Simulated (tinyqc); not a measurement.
Inside a calculation: alloy A(1-x)B(x) by interpolation with bowing. Values are carried at full precision from step to step, so a last printed digit may differ when a step is redone from the rounded ones.

Each gap follows E(x) = (1 - x) E_A + x E_B - C x (1 - x); the lattice constant follows Vegard, a(x) = (1 - x) a_A + x a_B.

Constants: hc = 1239.841984 eV nm; kB = 8.617333262e-05 eV/K.

Inputs chosen for the exercise (A near InAs, B near GaAs; the results hold for these values, not for the real material): a = (6.055, 5.645) angstrom (lattice constant of A, B); x = 0.21 (fraction of B); Eg = (0.415, 1.522) eV (gap at Gamma to the s-like level of A, B); EgX = (1.442, 2.009) eV (gap to the lowest valley along Gamma-X of A, B); EgL = (1.149, 1.816) eV (gap to L of A, B); C = (0.545, 1.38, 0.347) eV (bowing of the Gamma, X and L gaps); Dso = (0.39, 0.344) eV (spin-orbit splitting of A, B); Ep = (21.5, 25.8) eV (Kane energy of A, B); me = (0.0258, 0.0662) m0 (electron mass at Gamma of A, B); Cs = 0.11 eV (bowing of Dso); md = (0.0322, 0.96, 0.54) m0 (density-of-states masses of Gamma, all X and all L valleys); T = 77 K (temperature).

## Gaps and lattice constant at x

Also give the wavelength hc/E of the lowest gap.

a(x) = 5.9689 angstrom

linear parts (eV): Gamma 0.6475, X 1.5611, L 1.2891

bowing terms C x (1 - x) (eV): Gamma 0.0904, X 0.2289, L 0.0576

gaps (eV): Gamma 0.5571, X 1.3321, L 1.2315

wavelength of the lowest gap = 2225.7 nm

The lowest valley is Gamma, so the gap is direct; the next, L, lies 674 meV higher.

## Where the valleys cross

The difference of two gaps is a quadratic q2 x^2 + q1 x + q0 with q2 = C_i - C_j, q1 = (E_B - E_A - C)_i - (E_B - E_A - C)_j, q0 = E_A,i - E_A,j; give its roots between 0 and 1 (a dash: none).

Crossings:

| pair | q2 | q1 | q0 | first root | second root |
|---|---|---|---|---|---|
| Gamma-X | -0.835 | 1.375 | -1.027 | - | - |
| Gamma-L | 0.198 | 0.242 | -0.734 | - | - |
| X-L | 1.033 | -1.133 | 0.293 | 0.4176 | 0.6792 |

The lowest valley is Gamma at every x. The other crossings lie above the lowest valley.

## Electron mass of the alloy

Mass at Gamma from the Kane formula 1/m = F + Ep (Eg + 2 Dso/3)/(Eg (Eg + Dso)). F is fixed by the masses of A and B and interpolated linearly, as is Ep; Eg and Dso carry their bowing.

Compare with the linear interpolation of the masses.

F of A, B: -4.6812  -0.8040

Ep, Eg, Dso at x (eV): 22.4030  0.5571  0.3621

m(x) from the Kane formula = 0.0322 m0
m(x) linear = 0.0343 m0

The Kane value lies 6.1 % below the linear one.

## Shares of the electrons in the valleys

Non-degenerate: n_i proportional to md_i^(3/2) exp(-E_i/kT).

md^(3/2): Gamma 0.0058, X 0.9406, L 0.3968

(E - E_min)/kT: Gamma 0.00, X 116.81, L 101.64

shares: Gamma 1.000, X 0.000, L 0.000

Gamma holds most electrons (100.0 %).

## Checks

- The X and L gaps at their crossing x = 0.4176 (eV): both 1.3432.

Run: tinyqc, `OMP_NUM_THREADS=1 python tinyqc.py 1080709 1080710 out.jsonl`; Intel(R) Xeon(R) Processor @ 2.30GHz, one thread, shared host; about 0.01 s of CPU time with all checks.
